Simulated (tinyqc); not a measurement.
Transfer curve: field-effect mobility of a thin-film transistor with band-tail and deep states (multiple trapping). Computed by tinyqc, a small Python program. Command: `OMP_NUM_THREADS=1 python tinyqc.py 3002146 3002147 out.jsonl tft walk`. One thread of a shared host (Intel(R) Xeon(R) Processor @ 2.30GHz), about 0.05 s of CPU time with the checks.

A thick film in accumulation at small drain voltage. Only free electrons move; trapped ones still screen the gate. N_c and mu_0 are held fixed when T changes, leaving out the T^(3/2) growth of N_c. x = E_0 - psi is the distance of the Fermi level below the band edge.

Inputs (values chosen for the exercise, modelled on nanocrystalline ZnO): permittivity eps = 8.5; effective density of states N_c = 3.9e+18 1/cm^3; band mobility mu_0 = 37 cm^2/(V s); tail density at the edge g_t = 3.4e+20 1/(eV cm^3); tail width E_t = 69 meV; deep-state density g_d = 4.5e+15 1/(eV cm^3); flat-band Fermi level below the edge, E_0 = 0.69 eV; equivalent oxide thickness t = 21 nm; temperature T = 250 K.

Deep states: included.

Constants: k_B = 8.617333262e-05 eV/K; e = 1.602176634e-19 C; eps_0 = 8.8541878128e-12 F/m.

Method:
- F_j(eta) = int_0^infinity x^j/(1 + exp(x - eta)) dx, without a gamma-function factor.
- Integrals over x = E/(k_B T) use 160 Gauss-Legendre points in u = sqrt(x) from 0 to sqrt(max(eta, 0) + 32).
- Free n(x) = N_c (2/sqrt(pi)) F_1/2(-x/k_B T), with F_1/2 from its two-term series in exp(-x/k_B T) for x >= 12 k_B T; tail n_t(x) = int_0^1.2eV g_t exp(-E/E_t)/(1 + exp((x - E)/k_B T)) dE, E counted down from the edge, 120 Gauss-Legendre points; deep charge g_d psi; space charge rho(psi) = n + n_t + g_d psi less its value at psi = 0.
- Poisson: F(psi) = sqrt((2 e/(eps eps_0)) int_0^psi rho dpsi'); V_G - V_FB = psi_s + eps F(psi_s) t/3.9; free sheet density N_f = int (n - n(E_0))/F dpsi; induced sheet density N_i = eps eps_0 F(psi_s)/e; trapezoid rule on 301 even points in psi, the first interval left out of N_f.
- mu_eff = mu_0 N_f/N_i; field-effect mobility mu_FE = mu_0 e (dN_f/dV_G)/C_ox and swing S = dV_G/dlog10(N_f), by a central difference of +/- 2 mV in psi_s; C_ox = 3.9 eps_0/t.

Against the band bending:
```
psi_s (V)  V_G - V_FB (V)  N_f (1/cm^2)  mu_eff (cm^2/(V s))  mu_FE (cm^2/(V s))  S (mV/decade)
0.24               0.3909    2.6358e+03           6.2983e-07          1.6466e-06          133.0
0.34               0.6633    1.2485e+05           1.3921e-05          5.1592e-05          201.1
0.43               1.0559    4.1851e+06           2.4107e-04          1.0618e-03          327.5
0.50               1.5412    6.4759e+07           2.2423e-03          1.0694e-02          503.2
0.55               2.0459    4.5876e+08           1.1056e-02          5.4814e-02          695.5
0.61               2.9153    4.7995e+09           7.5058e-02          3.8656e-01         1031.7
0.66               3.9354    3.3095e+10           3.6427e-01          1.9313e+00         1423.6
0.70               4.9523    1.3849e+11           1.1742e+00          6.0382e+00         1904.7
0.76               6.7474    7.0013e+11           4.2156e+00          1.6290e+01         3567.5
```

What does the comparison show, and why?

The steepest swing among the rows is 133 mV/decade. mu_eff climbs from 6.3e-7 to 4.2, 11 % of mu_0 in the last row. Between rows 6 and 7 N_f scales as (V_G - V_FB - psi_s)^5.50; an exponential tail holding all the charge would give the larger of 1 and 2 E_t/k_B T - 1, here 5.41, and free charge alone 1; charge in deep states makes the exponent larger and lets it vary with V_G.
